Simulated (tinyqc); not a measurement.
Sweep of a biaxial (001) strain: strain-driven crossing of the Gamma and L valleys in a germanium-like crystal alloyed with tin.

Biaxial loads: e0 is the in-plane strain e_par and the normal is free. (001): e_perp = -2 (C12/C11) e_par; exx = eyy = e_par, ezz = e_perp, no shear. (111): e_perp = -(2 C11 + 4 C12 - 4 C44)/(C11 + 2 C12 + 4 C44) e_par; exx = eyy = ezz = (2 e_par + e_perp)/3 and exy = eyz = ezx = (e_perp - e_par)/3. (110): e_perp = -(C11 + 3 C12 - 2 C44)/(C11 + C12 + 2 C44) e_par; exx = eyy = (e_par + e_perp)/2, ezz = e_par, exy = (e_perp - e_par)/2, eyz = ezx = 0. Uniaxial loads: a stress along n, scaled so that n.e.n = e0, with exx = s11 sxx + s12 (syy + szz), exy = s44 sxy/2, s11 = (C11 + C12)/((C11 - C12)(C11 + 2 C12)), s12 = -C12/((C11 - C12)(C11 + 2 C12)), s44 = 1/C44.

Edges from the unstrained valence top: Gamma at Eg + ac tr(e); an L valley with unit axis u at EgL + aL tr(e) + XuL (u.e.u - tr(e)/3), u along [111], [1-1-1], [-11-1], [-1-11]; valence edges are the levels of the 6 x 6 matrix of X, Y, Z times spin with -Dso/3 + l exx + m (eyy + ezz) on the diagonal (cyclic), n exy off it, l = av + 2 b, m = av - b, n = sqrt(3) d. Spin-orbit term (Dso/3) L.sigma on X, Y, Z with (L_k)_ij = -i epsilon_kij: <X+|H|Y+> = -i Dso/3, <X+|H|Z-> = Dso/3, <Y+|H|Z-> = -i Dso/3, <Z+|H|X-> = -Dso/3, <Z+|H|Y-> = i Dso/3, <X-|H|Y-> = i Dso/3, and their conjugates; + and - are the spin along z.

With tin the unstrained gaps become E(y) = (1 - y) E + y EgS - CS y (1 - y); all other values are kept.
Constants: kB = 8.617333262e-05 eV/K.

Inputs chosen for the exercise (near those of Ge, gaps at low temperature; the results hold for these values, not for the real material):
- Eg = 0.91 eV (gap at Gamma to the s-like level)
- EgL = 0.747 eV (gap to L)
- Dso = 0.295 eV (spin-orbit splitting)
- ac = -8.19 eV (conduction deformation potential)
- av = 1.23 eV (valence hydrostatic potential)
- b = -2.54 eV (tetragonal shear potential)
- d = -5.3 eV (trigonal shear potential)
- aL = -1.52 eV (hydrostatic potential of the L edge, Xd + Xu/3)
- XuL = 16.38 eV (uniaxial potential, L)
- y = 0.036 (tin fraction)
- EgS = (-0.41, 0.064) eV (Gamma and L gaps of the tin end)
- CS = (2.2, 0.95) eV (bowing of the Gamma and L gaps)
- C11 = 129.1 GPa
- C12 = 47.4 GPa
- C44 = 67.7 GPa
- load = biaxial (001) (kind of strain)
- mG = 0.0389 m0 (mass at Gamma)
- mL = 0.586 m0 (density-of-states mass of the four L valleys together)
- T = 300 K (temperature)

The valence splitting is the distance of the top two edges. Share in Gamma = mG^(3/2)/(mG^(3/2) + (mL^(3/2)/4) sum_i exp(-(E_Li - E_Gamma)/kT)).

Results:
```
e0 (%),direct gap (eV),indirect gap (eV),Gamma - L (meV),valence splitting (meV),share in Gamma (%)
-0.72,0.840,0.683,157,56,0.00387
-0.27,0.806,0.687,119,23,0.0168
0.17,0.758,0.676,82,15,0.0707
0.62,0.680,0.636,44,59,0.307
1.06,0.601,0.594,7,106,1.28
1.51,0.517,0.547,-31,156,5.33
1.95,0.432,0.500,-68,207,19.1
2.40,0.345,0.451,-106,261,50.7
```

Gamma drops below the lowest L valley between e0 = 1.06 and 1.51 %. The direct gap goes from 0.840 to 0.345 eV; of that change -0.124 eV comes from the rise of the valence top through the shear terms and the rest from the volume. The share in Gamma goes from 0.00387 to 50.7 %.

tinyqc: `OMP_NUM_THREADS=1 python tinyqc.py 1051527 1051528 out.jsonl`; about 0.01 s, one thread, shared Intel(R) Xeon(R) Processor @ 2.30GHz.
